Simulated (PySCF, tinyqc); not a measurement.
Worked calculation: MP2 on RHF in the 6-31g basis, for H4, spin multiplicity 1. The lowest restricted solution is unstable here: a spin-polarised one lies 0.0788 hartree lower (PySCF). One step of it, computed by the program tinyqc.

Task: Orthogonalisation. S = U s U^T; symmetric (Loewdin) form X = U s^(-1/2) U^T, so that X^T S X = 1.

overlap S, lower triangle:
```
          1H 1s     1H 2s     2H 1s     2H 2s     3H 1s     3H 2s     4H 1s     4H 2s
1H 1s  1.000000
1H 2s  0.658292  1.000000
2H 1s  0.124839  0.315551  1.000000
2H 2s  0.315551  0.636743  0.658292  1.000000
3H 1s  0.150006  0.338375  0.022834  0.162439  1.000000
3H 2s  0.338375  0.664663  0.162439  0.423219  0.658292  1.000000
4H 1s  0.022834  0.162439  0.150006  0.338375  0.124839  0.315551  1.000000
4H 2s  0.162439  0.423219  0.338375  0.664663  0.315551  0.636743  0.658292  1.000000
```

Give: eigenvalues of S; X.

Result:

eigenvalues of S: 0.080  0.236  0.248  0.373  0.790  1.265  1.359  3.649

X, lower triangle:
```
        1H 1s   1H 2s   2H 1s   2H 2s   3H 1s   3H 2s   4H 1s  4H 2s
1H 1s   1.265
1H 2s  -0.535   1.892
2H 1s   0.018   0.016   1.265
2H 2s   0.016  -0.622  -0.535   1.892
3H 1s   0.010   0.016   0.030   0.002   1.265
3H 2s   0.016  -0.654   0.002   0.222  -0.535   1.892
4H 1s   0.030   0.002   0.010   0.016   0.018   0.016   1.265
4H 2s   0.002   0.222   0.016  -0.654   0.016  -0.622  -0.535  1.892
```
